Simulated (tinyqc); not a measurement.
AlGaN/GaN HEMT, charge control with polarisation charge: one step of the calculation.

A two-dimensional electron gas of density ns under a barrier. EF and the subbands are counted from the conduction-band edge of the channel at the interface. Two subbands of a triangular well with an infinite wall, parabolic band, no carriers in the barrier.

Task. New ns. F = q (eta ns + Nb)/(eps0 ec) in eV/nm; E_k = a_k (C F^2/me)^(1/3), a_0 = 2.338107, a_1 = 4.087949, C = hbar^2/(2 m0); D = me m0 q/(pi hbar^2); ns = D Vt [ln(1 + exp((EF - E_0)/Vt)) + ln(1 + exp((EF - E_1)/Vt))], which gives EF = E_0 + Vt ln{2 s/[(1 + u) + sqrt((1 + u)^2 + 4 u s)]} with s = exp(ns/(D Vt)) - 1, u = exp((E_0 - E_1)/Vt). Substitution: ns(new) = eps0 eb (Vg - Voff - EF)/(q d) - Nb.

Values chosen for this exercise; material values close to those of AlGaN on GaN:

| symbol | value | unit | meaning |
|---|---|---|---|
| T | 400 | K | temperature |
| d | 12 | nm | barrier thickness |
| me | 0.21 | m0 | electron mass in the channel |
| ec | 9.6 |  | relative permittivity of the channel |
| eta | 0.6875 |  | share of ns that counts in the confining field |
| Nb | 0 | cm^-2 | depletion charge of the buffer |
| Vg | -0.85 | V | gate voltage |

Constants: q = 1.602176634e-19 C, kB = 1.380649e-23 J/K, hbar = 1.054571817e-34 J s, m0 = 9.1093837015e-31 kg, Vt = kB T/q, eps0 = 8.8541878128e-14 F/cm where lengths are in cm, hbar^2/(2 m0) = 0.0380998212 eV nm^2. Results are converted to the units shown.

ns at the start = 1.8e12 cm^-2
eb = 9.5082000
Voff = -1.5301017 V

Give: E_0; E_1; EF; ns after iteration 1.

Result.

E_0 = 0.1081 eV
E_1 = 0.1889 eV
EF = 0.09575 eV
ns after iteration 1 = 2.559e12 cm^-2

tinyqc, about 0.01 s, one thread, Intel Xeon 2.30GHz (shared host): `OMP_NUM_THREADS=1 python tinyqc.py 2180130 2180131 out.jsonl`
